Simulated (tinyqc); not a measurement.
# Worked calculation: junctionless gate-all-around wire, depletion approximation

Computed by the program tinyqc: `OMP_NUM_THREADS=1 python tinyqc.py 2460093 2460094 out.jsonl`, one thread of a shared Intel Xeon 2.30GHz, about 0.01 s for the whole run. Printed values are rounded.

A uniformly doped n-type wire of radius R under a surrounding gate; long channel. Below flat band a shell from radius rc to R is fully depleted and the neutral core, at channel potential V (0 at the source, Vd at the drain), carries the current with constant mobility; s = (rc/R)^2 is the share of the cross-section that conducts. The edge of the depleted shell is taken as abrupt, so there is no subthreshold current.

Inputs (values chosen for the exercise); material values those of a made-up semiconductor:

| symbol | value | unit | meaning |
|---|---|---|---|
| eps_r | 9.07 |  | relative permittivity of the semiconductor |
| eox | 9 |  | relative permittivity of the gate insulator |
| tox | 6.6 | nm | insulator thickness |
| R | 8 | nm | wire radius |
| Nd | 6.6e18 | cm^-3 | donor density |
| Vfb | 0.63 | V | flat-band voltage |
| mu | 39 | cm^2/(V s) | effective mobility in the wire |
| L | 0.1 | um | gate length |
| Vg | 0.52 | V | gate voltage |
| Vd | 0.2 | V | drain voltage |

Constants: q = 1.602176634e-19 C, eps0 = 8.8541878128e-14 F/cm where lengths are in cm. Results are converted to the units shown.

## Voltages that deplete the wire

Cox = eps0 eox/(R ln(1 + tox/R)); A = q Nd R^2/(4 eps0 eps_r); B = q Nd R/(2 Cox); VT = Vfb - A - B.

Cox = 1.65580 uF/cm^2
A = 0.210678 V
B = 0.255450 V
VT = 0.163872 V

Of the 0.466 V needed, 54.8 % drops over the insulator. The device is normally off.

## Iteration 1: conducting share at the source by Newton steps

s at the start = 0.2

With V = 0: f = A (1 - s + s ln s) + B (1 - s) - (Vfb - Vg); f' = A ln s - B; s(new) = s - f/f'.

f = 0.195088 V
f' = -0.594523 V
s after iteration 1 = 0.528142

## Iteration 2: conducting share at the source by Newton steps

As before.

f = 0.0389140 V
f' = -0.389945 V
s after iteration 2 = 0.627936

## Course of the iteration: conducting share at the source by Newton steps

Stop when s changes by less than 1e-11, or after 30 iterations. s must stay positive.

Course of the iteration:
```
iteration         s  |change|
1          0.528142     0.328
2          0.627936    0.0998
3          0.633231   5.30e-3
4          0.633244   1.33e-5
5          0.633244  8.41e-11
6          0.633244         0
```

Converged in 6 iterations. At the end the number of correct digits about doubles with each step.

## Core radius, conductance and current

s0 = 0.633244
sL = 0.191798

s solves Vfb - Vg + V = A (1 - s + s ln s) + B (1 - s), and s = 0 where the left side exceeds A + B. I = (q mu Nd pi R^2/L)[g(s0) - g(sL)], g = A (s^2/4 - (s^2/2) ln s) + B s^2/2, with s0 at V = 0 and sL at V = Vd. rc = R sqrt(s0); the small-signal conductance at Vd = 0 is q mu Nd pi R^2 s0/L.

rc at the source = 6.36613 nm
conductance = 5.25073 uS
I = 0.651757 uA
